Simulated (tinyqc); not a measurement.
Changing the temperature T: field-effect mobility of a thin-film transistor with band-tail and deep states (multiple trapping). Computed by tinyqc, a small Python program. Command: `OMP_NUM_THREADS=1 python tinyqc.py 3005556 3005557 out.jsonl tft sweep`. One thread of a shared host (Intel(R) Xeon(R) Processor @ 2.30GHz), about 0.1 s of CPU time with the checks.

A thick film in accumulation at small drain voltage. Only free electrons move; trapped ones still screen the gate. N_c and mu_0 are held fixed when T changes, leaving out the T^(3/2) growth of N_c. x = E_0 - psi is the distance of the Fermi level below the band edge.

Inputs (values chosen for the exercise, modelled on amorphous In2O3):
```
quantity                                           value         unit
permittivity eps                                       9            -
effective density of states N_c                  3.6e+18       1/cm^3
band mobility mu_0                                    61   cm^2/(V s)
tail density at the edge g_t                     6.6e+19  1/(eV cm^3)
tail width E_t                                        25          meV
deep-state density g_d                             6e+16  1/(eV cm^3)
flat-band Fermi level below the edge, E_0           0.63           eV
equivalent oxide thickness t                          22           nm
surface band bending psi_s as a fraction of E_0     0.65            -
```

Deep states: included.

Constants: k_B = 8.617333262e-05 eV/K; e = 1.602176634e-19 C; eps_0 = 8.8541878128e-12 F/m.

Method:
- F_j(eta) = int_0^infinity x^j/(1 + exp(x - eta)) dx, without a gamma-function factor.
- Integrals over x = E/(k_B T) use 160 Gauss-Legendre points in u = sqrt(x) from 0 to sqrt(max(eta, 0) + 32).
- Free n(x) = N_c (2/sqrt(pi)) F_1/2(-x/k_B T), with F_1/2 from its two-term series in exp(-x/k_B T) for x >= 12 k_B T; tail n_t(x) = int_0^1.2eV g_t exp(-E/E_t)/(1 + exp((x - E)/k_B T)) dE, E counted down from the edge, 120 Gauss-Legendre points; deep charge g_d psi; space charge rho(psi) = n + n_t + g_d psi less its value at psi = 0.
- Poisson: F(psi) = sqrt((2 e/(eps eps_0)) int_0^psi rho dpsi'); V_G - V_FB = psi_s + eps F(psi_s) t/3.9; free sheet density N_f = int (n - n(E_0))/F dpsi; induced sheet density N_i = eps eps_0 F(psi_s)/e; trapezoid rule on 301 even points in psi, the first interval left out of N_f.
- mu_eff = mu_0 N_f/N_i; field-effect mobility mu_FE = mu_0 e (dN_f/dV_G)/C_ox and swing S = dV_G/dlog10(N_f), by a central difference of +/- 2 mV in psi_s; C_ox = 3.9 eps_0/t.

One run for each value; columns: (1) temperature T (K); (2) effective mobility mu_eff (cm^2/(V s)); (3) free sheet density N_f (1/cm^2); (4) V_G - V_FB (V); (5) swing S (mV/decade):
```
(1)        (2)        (3)     (4)    (5)
170  9.635e-05  3.537e+05  0.6381   54.9
236  9.126e-03  3.356e+07  0.6385   78.2
269  3.954e-02  1.457e+08  0.6389   90.9
301  1.219e-01  4.509e+08  0.6399  104.7
334  3.123e-01  1.165e+09  0.6417  121.2
367  6.762e-01  2.554e+09  0.6447  141.3
400  1.283e+00  4.943e+09  0.6494  166.1
```

Give the missing row, temperature T (K) = 203.

Computed row; columns: (1) temperature T (K); (2) effective mobility mu_eff (cm^2/(V s)); (3) free sheet density N_f (1/cm^2); (4) V_G - V_FB (V); (5) swing S (mV/decade):
```
(1)        (2)        (3)     (4)   (5)
203  1.338e-03  4.916e+06  0.6382  66.3
```

Interpolating between the two neighbouring rows (linearly) misses most in free sheet density N_f (1/cm^2), by a factor of 3.4. Over the rows, effective mobility mu_eff (cm^2/(V s)) rises from 9.63e-5 to 1.28 (exponent d ln y / d ln x 15 between the first rows and 7.4 between the last); free sheet density N_f (1/cm^2) rises from 354000 to 4.94e9 (exponent d ln y / d ln x 15 between the first rows and 7.7 between the last); V_G - V_FB (V) rises from 0.6381 to 0.6494 (exponent d ln y / d ln x 9.8e-4 between the first rows and 0.085 between the last). At fixed band bending the Arrhenius slope of N_f between the last rows is 253 meV, against E_0 - psi_s = 220 meV.
